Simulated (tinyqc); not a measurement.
Three-phonon processes in a diatomic chain: dispersion, energy and momentum conservation, and decay channels of optical phonons: one step, computed by the program tinyqc. Command: `OMP_NUM_THREADS=1 python tinyqc.py 3121117 3121118 out.jsonl threeph walk`. One thread of a shared host (Intel(R) Xeon(R) Processor @ 2.30GHz), about 0.04 s of CPU time with the checks.

Cell length a, two atoms, one spring constant. x = q a/pi runs from -1 to 1; A and O are the acoustic and optical branches. Matrix elements are not computed: only conservation laws and occupation factors are followed.

Problem. Band edges. omega^2 = k (1/m + 1/M) -/+ k sqrt((1/m + 1/M)^2 - 4 sin^2(pi x/2)/(m M)); nu = 15.6333042 THz x sqrt(omega^2) for eV/(angstrom^2 u). Acoustic top sqrt(2 k/M), optical bottom sqrt(2 k/m), optical top sqrt(2 k (1/m + 1/M)).

Inputs (values chosen for the exercise, for a model chain): light mass m = 27 u; heavy mass M = 185 u; spring constant k = 12 eV/angstrom^2.

Constants: nu for 1 eV/(angstrom^2 u) = 15.6333042 THz.

Give: acoustic top; optical bottom; optical top; optical top over twice the acoustic top; optical bottom over twice the acoustic top; optical width over acoustic top.

Solution.

acoustic top = 5.6308 THz

optical bottom = 14.739 THz

optical top = 15.778 THz

optical top over twice the acoustic top = 1.4011

optical bottom over twice the acoustic top = 1.3088

optical width over acoustic top = 0.18451

The zone-centre optical phonon lies above twice the acoustic top (M/m > 3), so its decay into two acoustic phonons is forbidden; at M/m > 4 energy alone forbids it for every optical phonon.
